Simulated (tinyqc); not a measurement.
# From one set of inputs to another, one input at a time

Model: permeation of metal atoms or ions through a thin barrier or dielectric: time lag, field-aided drift and lifetime. Computed by tinyqc, a small Python program. Command: `OMP_NUM_THREADS=1 python tinyqc.py 3018525 3018526 out.jsonl barrier ladder`. One thread of a shared host (Intel(R) Xeon(R) Processor @ 2.30GHz), about 0.03 s of CPU time with the checks.

The film 0 < x < d is empty at first; C = C0 at x = 0 and C = 0 at x = d. dC/dt = D d2C/dx2 - v dC/dx with drift v = D z e V/(k_B T d) (uniform field, no space charge).

The inputs printed are set A. Inputs not listed in the table keep their values of set A, so the rows need not describe a real material.

Inputs (values chosen for the exercise, for a model case: singly charged ions through a dielectric):
```
quantity,value,unit
thickness d,22,nm
prefactor D0,0.03,cm^2/s
activation energy E,1.26,eV
concentration at the source side C0,2.4e+15,1/cm^3
charge number z,1,-
voltage V (positive drives ions across),-0.28,V
critical dose Q_c,6e+07,1/cm^2
test temperature T,150,C
use temperature T_u,100,C
```

Constants: k_B = 8.617333262e-05 eV/K.

Method:
- D = D0 exp(-E/(k_B T)); time scale d^2/D; Peclet number P = z V/(k_B T), k_B T in eV; 1 nm = 1e-7 cm.
- Temperatures in kelvin are T(C) + 273.15.
- Steady flux J = (D C0/d) P/(1 - exp(-P)); time lag in units of d^2/D: s_L = [P (1 + exp(-P))/(1 - exp(-P)) - 2]/P^2 (P = 0: J = D C0/d, s_L = 1/6).
- Dose through the film Q(s) = C0 d {f (s - s_L) - 2 exp(P/2) sum_(n=1..200) (-1)^n n^2 pi^2 exp(-l_n s)/l_n^2}, l_n = n^2 pi^2 + P^2/4, f = P/(1 - exp(-P)) the relative flux.
- Solve Q = Q_c for s. At the use temperature D and P take T_u, with the same C0 and V; 1 year = 3.15576e7 s.

Each row keeps all changes above it:
```
input moved,from,to,failure time at T_u (years),steady flux J (1/(cm^2 s)),time lag (s)
set A,-,-,4.2492e+00,1.1449e+02,1.5802e+04
test temperature T (C),150,225,4.2492e+00,5.6210e+04,9.6275e+01
critical dose Q_c (1/cm^2),60000000,100000000,7.0506e+00,5.6210e+04,9.6275e+01
thickness d (nm),22,27,8.6661e+00,4.5800e+04,1.4501e+02
voltage V (positive drives ions across) (V),-0.28,0.26,4.4757e-02,2.8961e+07,1.5127e+02
prefactor D0 (cm^2/s) and activation energy E (eV),"0.03, 1.26","0.51, 1.27",3.5931e-03,3.9003e+08,1.1232e+01
concentration at the source side C0 (1/cm^3),2.4e+15,1.3e+14,7.7164e-03,2.1127e+07,1.1232e+01
```

Where does the difference come from?

Failure time at T_u goes from 4.25 to 0.00772, a factor 0.00182 in all. The largest single move comes from voltage V (positive drives ions across) (a factor 0.00516), and concentration at the source side C0 works against it (a factor 2.15). Steady flux J goes from 114 to 2.11e7, a factor 185000 in all. The largest single move comes from voltage V (positive drives ions across) (a factor 632), and concentration at the source side C0 works against it (a factor 0.0542). Time lag goes from 15800 to 11.2, a factor 7.11e-4 in all. The largest single move comes from test temperature T (a factor 0.00609). The single moves hold for this order of the switches; the total does not depend on the order.

Caution (all rows): grain boundaries, pinholes, trapping and space charge are left out; thin real barriers usually fail at defects.

Extremes, crossings and ranges named in words are read from the listed rows.
